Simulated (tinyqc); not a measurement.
Current of a Schottky diode by thermionic-emission-diffusion theory, and its read-back from I-V-T and C-V data: one step, computed by the program tinyqc. Command: `OMP_NUM_THREADS=1 python tinyqc.py 3017396 3017397 out.jsonl schottky walk`. One thread of a shared host (Intel(R) Xeon(R) Processor @ 2.30GHz), about 0.01 s of CPU time with the checks.

Full ionisation, no tunnelling, no recombination current. V is the voltage across the junction itself, forward positive.

Question. Read-back from the I-V curve. N_c(T) = N_c (T/300 K)^(3/2); V_bi = phi_0 - (k_B T/e) ln(N_c(T)/N); surface field F = sqrt(2 e N (V_bi - V - k_B T/e)/(eps eps_0)); image lowering d_phi = sqrt(e F/(4 pi eps eps_0)); effective barrier phi = phi_0 - d_phi - sigma^2 (1 - rho V)/(2 k_B T). Collection velocity v_R = A* T^2/(e N_c(T)); diffusion velocity v_D = mu F; J = e N_c(T) v_R/(1 + v_R/v_D) exp(-phi/k_B T) [exp(e V/k_B T) - 1]. Ideality n = (e/k_B T)/(d ln J/dV) by a central difference of +/- 1 mV; J_0 = J exp(-e V/(n k_B T)); apparent barrier phi_IV = k_B T ln(A* T^2/J_0); a C-V plot gives phi_CV = phi_0, the mean without lowering.

Inputs (values chosen for the exercise, modelled on n-type GaAs):

| quantity | value | unit |
|---|---|---|
| Richardson constant A* | 7.79 | A/(cm^2 K^2) |
| effective density of states at 300 K, N_c | 4.9e+17 | 1/cm^3 |
| permittivity eps | 12.9 | - |
| mobility mu | 6800 | cm^2/(V s) |
| barrier without image force phi_0 (mean) | 0.757 | eV |
| doping N | 1.5e+16 | 1/cm^3 |
| junction voltage V | 0.32 | V |
| temperature T | 423 | K |
| standard deviation sigma | 94 | meV |
| relative change of sigma^2 with bias, rho | 0.36 | 1/V |

Barrier: Gaussian spread of heights.

Constants: k_B = 8.617333262e-05 eV/K; e = 1.602176634e-19 C; eps_0 = 8.8541878128e-12 F/m.

Give: ideality factor n; extrapolated J_0; apparent barrier phi_IV; phi_CV - phi_IV.

Answer.

ideality factor n = 1.070

extrapolated J_0 = 0.07243 A/cm^2

apparent barrier phi_IV = 0.6114 eV

phi_CV - phi_IV = 145.6 meV
